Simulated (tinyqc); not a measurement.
Long-channel MOSFET, surface-potential model: one step of the calculation.

n-channel transistor on a uniformly doped p-type body, gradual-channel approximation, constant mobility, Boltzmann statistics, full ionisation. Potentials are counted from the neutral body; V is the electron quasi-Fermi potential, Vsb at the source and Vsb + Vds at the drain. Charges are magnitudes per area.

Task. Surface potential at the source by Newton steps. With V = Vsb: G = psi - Vt + Vt e, e = exp((psi - 2 phiF - Vsb)/Vt); f = Vgs + Vsb - Vfb - psi - gamma sqrt(G); f' = -1 - gamma (1 + e)/(2 sqrt(G)); psi(new) = psi - f/f'.

Inputs (values chosen for the exercise); material values close to those of gallium nitride: temperature T = 350 K; flat-band voltage Vfb = -1.35 V; source-body reverse bias Vsb = 2 V; gate-source voltage Vgs = 2.88 V.

Constants: q = 1.602176634e-19 C, kB = 1.380649e-23 J/K, Vt = kB T/q. Results are converted to the units shown.

psi at the start (the smaller of 2 phiF + Vsb + 4 Vt and the root without inversion charge) = 5.1157100 V
phiF = 1.4975312 V
gamma = 0.029319807 V^0.5

Wanted: G; f; f'; psi after iteration 1.

Result.

G = 6.7325 V
f = 1.0382 V
f' = -1.3142
psi after iteration 1 = 5.9057 V

Program tinyqc, `OMP_NUM_THREADS=1 python tinyqc.py 2360105 2360106 out.jsonl`; Intel Xeon 2.30GHz, shared host, one thread, about 0.06 s.
